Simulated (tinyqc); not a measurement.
# Phonon and roughness prefactors from two fields

Problem. At 300 K and high field 1/mu = E^(1/3)/Ap + E^gs/As, E in MV/cm. Find Ap and As.

Values chosen for this exercise: exponent of the roughness term gs = 1.

mu at E = 0.53 and 1.25 MV/cm (cm^2/(V s)): 141.37229  95.863784

Answer. Two linear equations in 1/Ap and 1/As.

Ap = 133 cm^2/(V s)
As = 536 cm^2/(V s)

tinyqc, about 0.01 s, one thread, Intel Xeon 2.30GHz (shared host): `OMP_NUM_THREADS=1 python tinyqc.py 2510063 2510064 out.jsonl`
